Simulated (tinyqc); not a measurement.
Drifting, spreading and decaying minority pulse (Haynes-Shockley), explicit time steps: two steps of the calculation.

Low injection in a uniform field: dn/dt = D d2n/dx2 - v dn/dx - n/tau with D = mu Vt and v = mu F towards +x. Exact solution on an infinite bar for a Gaussian start at x0: n = N0 exp(-t/tau) exp(-(x - x0 - v t)^2/(2 s^2))/sqrt(2 pi s^2), s^2 = s0^2 + 2 D t.

Parameters, values chosen for the exercise; mobility close to that of gallium arsenide at room temperature:
```
symbol,value,unit,meaning
T,300,K,temperature
mu,8030,cm^2/(V s),minority-carrier mobility
F,9.9,V/cm,sweep field along the drift
hx,42,um,mesh step
tau,3.3e-7,s,lifetime
dt,9.6e-9,s,time step
```

Constants: q = 1.602176634e-19 C, kB = 1.380649e-23 J/K, Vt = kB T/q. Results are converted to the units shown.

Question 1. Coefficients of the scheme. Exponentially fitted fluxes: d = F hx/Vt, B(d) = d/(exp(d) - 1), k = D dt/hx^2; (L n)_i = a n_(i-1) + b n_i + c n_(i+1) with a = k B(-d), c = k B(d), b = -a - c - dt/tau. Explicit steps keep n positive for dt up to 1/[(D/hx^2)(B(d) + B(-d)) + 1/tau].

Find: D; v; d; a; b; c; positivity limit of dt.

Answer 1.

D = 207.59 cm^2/s
v = 79497 cm/s
d = 1.6084
a = 0.22719
b = -0.30177
c = 0.045487
positivity limit of dt = 3.1812e-8 s

Question 2. Densities after a time step. (L n)_i = a n_(i-1) + b n_i + c n_(i+1), n = 0 beyond the ends. Explicit step: n(new) = n + L n.

a = 0.22719405
b = -0.30177158
c = 0.045486624
n at t = 2 dt, node 1 to 9 (in units of 1e11 cm^-3): 0.0868845  0.5110375  1.5990647  2.6688049  2.4224316  1.2424733  0.3674578  0.0618912  0.0056538

Give: n at t = 3 dt.

Answer 2.

n at t = 3 dt, node 1 to 9 (in units of 1e11 cm^-3): 0.0839  0.4493  1.3540  2.3369  2.3543  1.4346  0.5417  0.1270  0.0180

Program tinyqc, `OMP_NUM_THREADS=1 python tinyqc.py 2310005 2310006 out.jsonl`; Intel Xeon 2.30GHz, shared host, one thread, about 0.01 s.
